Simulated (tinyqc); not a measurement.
Inside a calculation. Model: Gupta-type many-body potential for a metal. Computed by tinyqc, a small Python program that keeps every step. Command: `OMP_NUM_THREADS=1 python tinyqc.py 3020789 3020790 out.jsonl gupta walk`. One thread of a shared host (Intel(R) Xeon(R) Processor @ 2.30GHz), about 0.01 s of CPU time with the checks. Intermediate numbers are printed to about 6 digits and carried at full precision; extremes and crossings named in words are read from the listed rows.

E_i = sum_j A exp(-p (r_ij/r0 - 1)) - xi rho_i^gamma, with rho_i = sum_j exp(-2 q (r_ij/r0 - 1)); gamma = 1/2 is the tight-binding second-moment form. The crystal is fcc unless stated; d is the neighbour distance and a fixed number of shells is kept.

Inputs (values chosen for the exercise, for a model metal):
```
quantity,value,unit
repulsion A,0.121,eV
hopping xi,1.61,eV
decay p,8.75,-
decay q,2.44,-
reference distance r0,2.864,angstrom
shells kept,1,-
embedding exponent gamma,0.45,-
```

Surface: (111).

Constants: 1 eV/angstrom^3 = 160.2176634 GPa; 1 eV/angstrom^2 = 16.02176634 J/m^2.

## Equilibrium of the fcc crystal

fcc shells: d sqrt(k), k = 1..5, with 12, 6, 24, 12, 24 atoms; Omega = d^3/sqrt2. Equilibrium: dE/dd = 0; B = d^2 E''(d)/(9 Omega).

neighbour distance d = 2.93432 angstrom

lattice constant = 4.14975 angstrom

cohesive energy E_c = 3.49575 eV

bulk modulus B = 70.2603 GPa

## Shell terms at equilibrium

Repulsion and density of one neighbour in each shell, and their sums.

Shells:
```
shell,count,r (angstrom),repulsion (eV),density
1,12,2.93432,0.0976078,0.887084
```

repulsive energy = 1.17129 eV

density rho = 10.6450

The band term is -xi rho^gamma = -4.6670 eV; with the repulsion it gives -E_c.

## Unrelaxed vacancy

Each neighbour j of the vacancy loses one repulsive term and one density term: E_v = sum_shells count x {-repulsion - xi [(rho - density)^gamma - rho^gamma]}. (The removed atom returns to a bulk-like site, so its own energy cancels.)

vacancy energy E_v = 0.979193 eV

ratio E_v/E_c, E_c = xi rho^gamma less the repulsive energy = 0.280110

A pair potential gives E_v = E_c; here the ratio is 0.28, as the remaining bonds of the neighbours strengthen when one is lost.

## Elastic constants

Second derivatives of E/Omega at equilibrium under homogeneous strain: e_xx = h gives C11; e_xx = -e_yy = h gives 2 (C11 - C12); e_xy = e_yx = h/2 gives C44.

C11 = 91.0039 GPa

C12 = 59.8885 GPa

C44 = 31.1154 GPa

Cauchy pressure C12 - C44 = 28.7731 GPa

C12/C44 = 1.92; pair forces would give 1. The excess comes from the curvature of the embedding term.

## The (111) surface

Cut the crystal without relaxation; an atom in layer l keeps the neighbours that lie below the surface plane. Excess = E_i + E_c. Surface energy = sum of excesses over the layers, divided by the area per surface atom: (sqrt3/2) d^2 for (111), d^2 for (100), sqrt2 d^2 for (110).

Layers:
```
layer,nearest neighbours,repulsion (eV),rho,excess (eV)
1,9,0.878470,7.98376,0.273884
```

excess per surface atom = 0.273884 eV

surface energy = 0.588481 J/m^2

## Three surfaces against bond counting

Bond counting with pair bonds charges E_c/12 for each missing nearest neighbour: 3, 4 and 6 per surface cell.

Surfaces:
```
face,missing bonds,excess (eV),bond counting (eV),ratio,surface energy (J/m^2)
(111),3,0.273884,0.87394,0.313391,0.588481
(100),4,0.387945,1.16525,0.332928,0.721881
(110),6,0.598721,1.74787,0.342542,0.787781
```

The order of surface energies is (111) < (100) < (110), with (110)/(111) = 1.339 against 1.225 from counting first-neighbour bonds. The excess is 0.31 to 0.34 of the bond-counting value: atoms with fewer neighbours have stronger bonds. Caution: relaxation, left out here, lowers surface energies.

## Energy against coordination

Nearest neighbours only, z equal bonds relaxed to their best length: r/r0 = 1 + ln[A p z^(1 - gamma)/(2 q gamma xi)]/(p - 2 q gamma), E = z A exp(-p (r/r0 - 1)) - xi [z exp(-2 q (r/r0 - 1))]^gamma.

Relaxed bonds:
```
z,r (angstrom),E per atom (eV),E/z (eV)
1,2.33709,-1.80628,-1.80628
2,2.50368,-2.17157,-1.08578
3,2.60113,-2.41860,-0.80620
4,2.67028,-2.61073,-0.65268
6,2.76773,-2.90771,-0.48462
8,2.83687,-3.13870,-0.39234
9,2.86518,-3.23848,-0.35983
12,2.93432,-3.49575,-0.29131
```

Bonds lengthen from 2.337 to 2.934 angstrom between z = 1 and 12, and |E| grows as z^0.266, the exponent gamma (p - 2q)/(p - 2 q gamma) = 0.266; pair bonds would give z^1 at a fixed length.

Checks made by the program: closed form for one shell, E_c = xi rho^gamma (1 - 2 q gamma/p) (relative difference 4e-10); sum of the shell terms (relative difference below 1e-10); (C11 + 2 C12)/3 against B (relative difference 2e-10).
